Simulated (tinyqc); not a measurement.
The 3-omega method: a line heater on a substrate with a thin film: one step, computed by the program tinyqc.

A current at angular frequency omega = 2 pi f heats the line at 2 omega with the amplitude P per length; the temperature swing Delta T at 2 omega gives a voltage at 3 omega. The substrate is taken as semi-infinite and isotropic, and the heat capacity of heater and film is left out.

Problem. Temperature swing of the bare substrate. Delta T_s = (P/(pi kappa)) int_0^infinity (sin x/x)^2 / sqrt(x^2 + (q b)^2) dx with (q b)^2 = i |q b|^2, averaged over the heater width (12 Gauss-Legendre points on each of the pieces 0, 14 log-spaced edges from 1e-5 to 1, and multiples of pi to 40 pi; the tail adds 1/(4 (40 pi)^2)). For |q| b much below 1: Delta T_s = (P/(pi kappa)) [-ln(|q| b) + eta - i pi/4], eta = 3/2 - C_E = 0.92278, with Euler's C_E = 0.5772157.

Inputs (values chosen for the exercise, modelled on a silicon-germanium alloy on gallium nitride): substrate conductivity kappa = 193 W/(m K); substrate heat capacity C = 2.96 1e6 J/(m^3 K); heater half-width b = 2 micrometre; power amplitude per length P = 7.6 W/m; current frequency f = 120 Hz.

|q| b = 0.009618177

Give: in-phase Delta T_s; out-of-phase Delta T_s; in-phase, narrow-line form; out-of-phase, narrow-line form.

Solution.

in-phase Delta T_s = 0.069778 K

out-of-phase Delta T_s = -0.0098435 K

in-phase, narrow-line form = 0.069778 K

out-of-phase, narrow-line form = -0.0098446 K

The narrow-line form misses the in-phase part by 0.00 % and the out-of-phase part by 0.0 % at |q| b = 0.010. Caution: the penetration depth exceeds a fifth of the substrate thickness, so the back face is felt and the semi-infinite formula fails.
